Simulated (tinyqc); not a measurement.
# Changing the pair distance r

Model: hydrogenic impurity: series, fields, screening, photoionisation and donor-acceptor pairs. Computed by tinyqc, a small Python program. Command: `OMP_NUM_THREADS=1 python tinyqc.py 3001109 3001110 out.jsonl hydrogenic sweep`. One thread of a shared host (Intel(R) Xeon(R) Processor @ 2.30GHz), about 0.01 s of CPU time with the checks.

One isotropic, parabolic band. Effective units: Ry* and a*, in which H = -nabla^2 - 2/r.

Inputs (values chosen for the exercise, modelled on GaP):

| quantity | value | unit |
|---|---|---|
| electron mass m | 0.508 | m_0 |
| dielectric constant eps | 11.5 | - |
| gap E_g | 2.34 | eV |
| acceptor depth E_A | 105 | meV |
| rate prefactor W_0 | 1.2e+07 | 1/s |

Parts treated: screening and pairs.

Constants: Ry = 13.605693123 eV; a_0 = 0.529177210903 angstrom; h x 1 THz = 4.135667696 meV; e^2/(4 pi eps_0) = 14.39964548 eV angstrom.

Method. Ry* = Ry m/eps^2, a* = a_0 eps/m; level n is bound by Ry*/n^2; <r> = (3/2) a* in 1s; lines 1s -> np at Ry* (1 - 1/n^2); 1 THz = 4.135667696 meV. No-phonon line h nu(r) = E_g - Ry* - E_A + e^2/(4 pi eps_0 eps r); rate W(r) = W_0 exp(-2 r/a*), the donor being the shallower centre; lifetime 1/W; zero field.

One run for each value:

| pair distance r (angstrom) | Coulomb term (meV) | photon energy (eV) | lifetime (s) |
|---|---|---|---|
| 15 | 83.48 | 2.266 | 1.020e-06 |
| 25 | 50.09 | 2.233 | 5.414e-06 |
| 33 | 37.94 | 2.221 | 2.058e-05 |
| 42 | 29.81 | 2.213 | 9.249e-05 |
| 54 | 23.19 | 2.206 | 6.858e-04 |
| 70 | 17.89 | 2.201 | 9.915e-03 |
| 91 | 13.76 | 2.196 | 3.303e-01 |

Give the missing row, pair distance r (angstrom) = 20.

Computed row:
```
pair distance r (angstrom)  Coulomb term (meV)  photon energy (eV)  lifetime (s)
20                                       62.61               2.245     2.349e-06
```

Interpolating between the two neighbouring rows (the first column on a logarithmic scale, the others too where they are positive) misses most in lifetime (s), by 11 %. Over the rows, Coulomb term (meV) falls from 83.5 to 13.8 (exponent d ln y / d ln x about -1.0 throughout); photon energy (eV) falls from 2.27 to 2.20 (exponent d ln y / d ln x -0.032 between the first rows and -0.0072 between the last); lifetime (s) rises from 1.02e-6 to 0.330 (exponent d ln y / d ln x 2.9 between the first rows and 13 between the last). The Coulomb term of the ionised pair falls as 1/r while the overlap, and so the rate, falls exponentially.

Caution (rows 15.0, 20.0): below about two Bohr radii overlap and polarisation terms, left out here, lower the energy.
